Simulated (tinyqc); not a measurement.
Worked calculation: UHF in the sto-6g basis, for BeH+, spin multiplicity 1. One step of it, computed by the program tinyqc.

Problem. Iteration 3: DIIS coefficients. Solve [B -1; -1 0][c; lambda] = [0; -1] for the coefficients, which sum to one.

B (overlaps of the stored error matrices), lower triangle:
```
               1              2              3
1  3.0837702e-01
2  6.5403335e-02  2.9646997e-02
3  2.8547944e-02  1.4982609e-02  7.9017482e-03
```

Give: DIIS coefficients.

Solution.

DIIS coefficients: 0.0503  -1.1311  2.0809
